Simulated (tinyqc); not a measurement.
Van der Pauw, Hall and four-point-probe measurements on a doped layer: one step of the calculation.

A uniform n-type layer with sheet resistance Rs = 1/(q ns mu), point contacts, low field (mu B small).

Question. New z. The van der Pauw equation exp(-pi RA z) + exp(-pi RB z) = 1 is solved for z = 1/Rs: e1 = exp(-pi RA z), e2 = exp(-pi RB z), f = e1 + e2 - 1, f' = -pi (RA e1 + RB e2), z(new) = z - f/f'.

z after iteration 1 = 34.744829 mS
RA = 1.4967299 ohm
RB = 15.837651 ohm

Find: e1; e2; f; f'; z after iteration 2.

Answer.

e1 = 0.8493
e2 = 0.1775
f = 0.02678
f' = -0.01283 kohm
z after iteration 2 = 36.83 mS

Program tinyqc, `OMP_NUM_THREADS=1 python tinyqc.py 2850166 2850167 out.jsonl`; Intel Xeon 2.30GHz, shared host, one thread, about 0.06 s.
